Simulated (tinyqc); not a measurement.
Undoped symmetric double-gate MOSFET, analytic potential model: one step of the calculation.

An undoped body of thickness ts between two equal insulators and tied gates; long channel, electrons only, n = ni exp((psi - V)/Vt) with V the quasi-Fermi potential (0 at the source, Vd at the drain), constant mobility, no quantisation. Across the body psi(x) = V - 2 Vt ln[(ts/(2 beta)) sqrt(q ni/(2 eps0 eps_r Vt)) cos(2 beta x/ts)], x from the centre. Q is the electron charge per area of the whole body.

Question. Potential and electron density across the body at the source. psi(x) as above with V = 0 and beta = beta_s; n = ni exp(psi/Vt).

Values chosen for this exercise; material values close to those of silicon: temperature T = 300 K; relative permittivity of the semiconductor eps_r = 11.8; body thickness ts = 15 nm.

Constants: q = 1.602176634e-19 C, kB = 1.380649e-23 J/K, Vt = kB T/q, eps0 = 8.8541878128e-14 F/cm where lengths are in cm. Results are converted to the units shown.

```
point,x/ts
0,0
1,0.1
2,0.2
3,0.3
4,0.4
5,0.45
6,0.5
```

beta_s = 0.60587693
ni = 1.0671461e10 cm^-3

Wanted: psi; n.

Answer.

```
point,psi (V),n (cm^-3)
0,0.43539,2.2003e17
1,0.43577,2.2330e17
2,0.43693,2.3348e17
3,0.43889,2.5188e17
4,0.44172,2.8105e17
5,0.44349,3.0101e17
6,0.44553,3.2564e17
```

The density at the surface is 1.48 times that at the centre (1/cos^2 beta).

Numbers from tinyqc (`OMP_NUM_THREADS=1 python tinyqc.py 2440103 2440104 out.jsonl`; about 0.02 s on one thread of a shared Intel Xeon 2.30GHz).
